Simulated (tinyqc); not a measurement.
Energy and lattice constant: complex band structure along [001] in sp3s* tight binding.

For k = (0, 0, kz) the phase sums are g0 = cos(phi) and g3 = i sin(phi), phi = kz a/4, and the s, pz, s* orbitals of anion (a) and cation (c) decouple from px, py. With z = exp(i phi), H(z) = H0 + z T + T^T/z for any complex z. H0 is diagonal (Esa, Epa, Exa, Esc, Epc, Exc). The anion-cation block is B(z) = z U + W/z and the cation-anion block z W^T + U^T/z, where U has Vss/2 (s,s), Vsapc/2 (s,z), -Vscpa/2 (z,s), Vxx/2 (z,z), Vxapc/2 (s*,z), -Vpaxc/2 (z,s*), and W has the same values with the s-z and s*-z signs reversed. |z| = 1 is a band state, |z| < 1 decays along [001] as exp(-kappa d) over a distance d, kappa = -(4/a) ln|z|. No spin-orbit coupling.

Values chosen for the exercise (out of a larger set: near a published set for GaP, fitted to gaps, whose masses and valley positions are rough (light masses up to twice too heavy); not measured data): p = (-8.175, 1.123, -2.182, 4.091, 8.454, 7.206, -7.473, 2.157, 5.123, 4.245, 6.316, 4.636, 5.07) eV (order Esa, Epa, Esc, Epc, Exa, Exc, Vss, Vxx, Vxy, Vsapc, Vscpa, Vxapc, Vpaxc); a = 5.448 angstrom (lattice constant); dE = 1.2 eV (E - Ev).

The slowest root of the s-pz block and the heavy-hole branch, sinh^2(kappa a/4) = ((E - Epa)(E - Epc) - Vxx^2)/(Vxx^2 - Vxy^2), at E = Ev + dE with Ev the lower root of [[Epa, Vxx], [Vxx, Epc]]; the couplings are kept when a changes.

One parameter was then changed.

Results before and after:
```
case     slowest kappa (1/angstrom)  heavy-hole kappa (1/angstrom)
base                         0.1767                         0.3359
changed                      0.1757                         0.3331
```

Which of these changes was made? (a) dE = 1.17 eV; (b) a = 5.611 angstrom.
Answer: (a) dE = 1.17 eV. Of the candidates, run in turn, only this one gives the changed row.

All candidates:
```
case                slowest kappa (1/angstrom)  heavy-hole kappa (1/angstrom)
base                                    0.1767                         0.3359
dE = 1.17 eV                            0.1757                         0.3331
a = 5.611 angstrom                      0.1716                         0.3261
```

With the couplings fixed, kappa a stays, so kappa scales as 1/a.

tinyqc: `OMP_NUM_THREADS=1 python tinyqc.py 1451879 1451880 out.jsonl`; about 0.01 s, one thread, shared Intel(R) Xeon(R) Processor @ 2.30GHz.
